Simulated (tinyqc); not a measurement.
# Worked calculation: lossy package transmission line with skin effect

tinyqc, about 0.01 s, one thread, Intel Xeon 2.30GHz (shared host): `OMP_NUM_THREADS=1 python tinyqc.py 2810188 2810189 out.jsonl` Printed values are rounded.

A uniform line in a homogeneous dielectric: c = sqrt(er)/(c0 Z0), l = Z0 sqrt(er)/c0 (c0 = 299792458 m/s), g = w c td, w = 2 pi f. The resistance joins its limits as r = sqrt(r_dc^2 + r_hf^2), with r_dc = rho/(wd th), r_hf = kr rho/(2 delta (wd + th)), delta = sqrt(rho/(pi f mu0)), mu0 = 4 pi 1e-7 H/m; this is an interpolation, and internal inductance, up to 0.05 nH/mm at low frequency, is neglected.

Parameters, values chosen for the exercise:
```
symbol,value,unit,meaning
wd,40,um,width of the strip
th,12,um,thickness of the strip
rho,2,uohm cm,resistivity
er,2.7,,relative permittivity
td,0.01,,loss tangent
Z0,60,ohm,lossless impedance sqrt(l/c)
kr,1.5,,factor for crowding and the return path
len,2.5,mm,length
Rg,50,ohm,source resistance
RL,1e5,ohm,load resistance
CL,100,fF,load capacitance
f,1.3,GHz,frequency
```

## Line constants

delta, r_dc, r_hf, r, l, c and g as defined.

delta = 1.97407 um
r_dc = 0.0416667 ohm/mm
r_hf = 0.146125 ohm/mm
r = 0.151949 ohm/mm
l = 0.328861 nH/mm
c = 91.3503 pF/m
g = 0.00746162 S/m

r is 3.65 times r_dc; the skin depth is 0.165 of the thickness.

## Propagation constant and impedance

gamma = sqrt((r + i w l)(g + i w c)) = alpha + i beta, Zc = sqrt((r + i w l)/(g + i w c)), roots with positive real part; loss 8.685889638 alpha in dB; phase velocity w/beta.

gamma len = 0.003724+0.111955i
Zc = 60.0302-1.3962i ohm
loss = 0.0129393 dB/mm
phase velocity over c0 = 0.608416
r/(w l) = 0.0565670

r is below w l; the low-loss estimate 8.686 (r/(2 Z0) + g Z0/2) gives 0.0129 dB/mm.

## Reflection, input impedance and transfer

ZL = 1/(1/RL + i w CL); reflection (ZL - Zc)/(ZL + Zc); Zin = Zc (ZL + Zc tanh(gamma len))/(Zc + ZL tanh(gamma len)); H = V_load/V_source = [Zin/(Zin + Rg)]/[cosh(gamma len) + (Zc/ZL) sinh(gamma len)].

ZL = 14.99-1224.09i ohm
reflection at the load = 0.991755-0.097465i
Zin = 4.162-369.651i ohm
H = 0.992122-0.134786i
|H| = 0.0107293 dB
